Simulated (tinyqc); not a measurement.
Valence-band offset from core levels (Kraut method), with the dipole against the affinity rule: one step of the calculation.

Binding energies are counted downwards from the Fermi level. dEv > 0 means that the valence edge of B lies below that of A, dEc > 0 that the conduction edge of B lies above that of A; dEc + dEv = EgB - EgA. The spectra are made-up values treated as data.

Task. Valence-band maximum of bare A. Fit a straight line to the leading edge by least squares; the maximum vA lies where it meets the background.

Inputs (values chosen for the exercise):
- bg = 61 (background counts in the gap)

```
point	binding energy (eV)	counts on the leading edge
0	0.8	191
1	0.92	253
2	1.04	316
3	1.16	378
4	1.28	441
5	1.4	503
```

Give: slope; intercept; vA.

Result.

slope = 520.48 counts/eV
intercept = -225.52 counts
vA = 0.55050 eV

Program tinyqc, `OMP_NUM_THREADS=1 python tinyqc.py 2410119 2410120 out.jsonl`; Intel Xeon 2.30GHz, shared host, one thread, about 0.01 s.
